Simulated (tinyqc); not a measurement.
Single-oscillator infrared dielectric function of a polar cubic crystal: one step, computed by the program tinyqc.

One ion pair, charges +Z* and -Z*, in a cell of volume Omega = a^3/4. Frequencies omega are given as wavenumbers (1/cm); eps_s is the static dielectric constant.

Task: Optical constants at the probe frequency. eps(omega) = eps_inf + W^2/(omega_TO^2 - omega^2 - i gamma omega); n + i k = sqrt(eps) with k >= 0; R = |(n + i k - 1)/(n + i k + 1)|^2 at normal incidence from vacuum. omega is the probe ratio times omega_TO. Intensity decays over 1/(4 pi omega k); the loss function is Im(-1/eps).

Inputs (values chosen for the exercise, for a model crystal):
```
quantity,value,unit
omega_TO,318,1/cm
eps_inf,8.5,-
phonon damping gamma,6.6,1/cm
probe frequency / omega_TO,1.57,-
```

Structure: rock salt. Free carriers: absent.

W = 1367.817 1/cm

Give: omega; Re eps; Im eps; n; k; reflectivity R; penetration depth of the intensity; loss function.

Result:

omega = 499.26 1/cm

Re eps = -4.123

Im eps = 0.2808

n = 0.06910

k = 2.032

reflectivity R = 0.9476

penetration depth of the intensity = 0.7845 micrometre

loss function = 0.01644

Re eps is negative: the wave is evanescent and the crystal reflects like a metal.
